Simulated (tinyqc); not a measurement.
## Space-charge-limited current with shallow traps: from ohmic to space-charge-limited current

One carrier type, drift only, an injecting contact at x = 0 (zero field) and thickness L. The share th = y/(1 + y), y = (Nc/Nt) exp(-Et/kB T), of the injected charge is free: J = q mu n F, eps0 eps_r dF/dx = q (n - n0)/th.

Ohmic J = q n0 mu V/L; Mott-Gurney J = (9/8) th eps0 eps_r mu V^2/L^3; they cross at Vx = 8 q n0 L^2/(9 th eps0 eps_r); traps fill at V_TFL = q Nt L^2/(2 eps0 eps_r). Exact: with u = n0/n(L), w = -u - ln(1 - u) and v = -u - u^2/2 - ln(1 - u), V = (q n0 L^2/(th eps0 eps_r)) v/w^2 and J = q^2 n0^2 mu L/(th eps0 eps_r w).

Values chosen for this exercise:

| symbol | value | unit | meaning |
|---|---|---|---|
| T | 300 | K | temperature |
| eps_r | 19 |  | relative permittivity |
| mu | 0.02 | cm^2/(V s) | mobility |
| L | 1400 | nm | thickness |
| Nc | 2.7e20 | cm^-3 | band density of states |
| Nt | 1e17 | cm^-3 | trap density |
| Et | 0.51 | eV | trap depth |
| n0 | 2.1e9 | cm^-3 | free carrier density in equilibrium |

Constants: q = 1.602176634e-19 C, kB = 1.380649e-23 J/K, Vt = kB T/q, eps0 = 8.8541878128e-14 F/cm where lengths are in cm. Results are converted to the units shown.

From ohmic to space-charge-limited current:
```
V (V)  J (A/cm^2)  ohmic (A/cm^2)  Mott-Gurney (A/cm^2)  d ln J/d ln V
0.045    2.262e-9        2.163e-9             2.041e-10          1.048
0.1      5.360e-9        4.807e-9              1.008e-9          1.126
0.23     1.469e-8        1.106e-8              5.332e-9          1.313
0.5      4.449e-8        2.403e-8              2.520e-8          1.542
1.1      1.630e-7        5.287e-8              1.220e-7          1.740
2.5      7.215e-7        1.202e-7              6.300e-7          1.871
5.7      3.482e-6        2.740e-7              3.275e-6          1.940
13       1.750e-5        6.248e-7              1.703e-5          1.973
28       8.003e-5        1.346e-6              7.902e-5          1.987
```

The local exponent rises from 1.05 to 1.99, passing from ohmic towards the square law around Vx = 0.477 V. In the last row J is 1.3 % above the Mott-Gurney value. For V = 0.045, 0.1, 0.23, 0.5, 1.1, 2.5 the voltage is under 100 kB T/q, where diffusion would add more than a third of the Mott-Gurney current.

Range of the model: Diffusion and a field-dependent mobility are left out. With injecting contacts the diffusion current, about 4 pi^2 Vt th eps0 eps_r mu V/L^3, equals the Mott-Gurney current at V = 35 kB T/q (0.9 V at 300 K), so the drift-only result needs V well above that.

Computed by the program tinyqc: `OMP_NUM_THREADS=1 python tinyqc.py 2370127 2370128 out.jsonl`, one thread of a shared Intel Xeon 2.30GHz, about 0.01 s for the whole run.
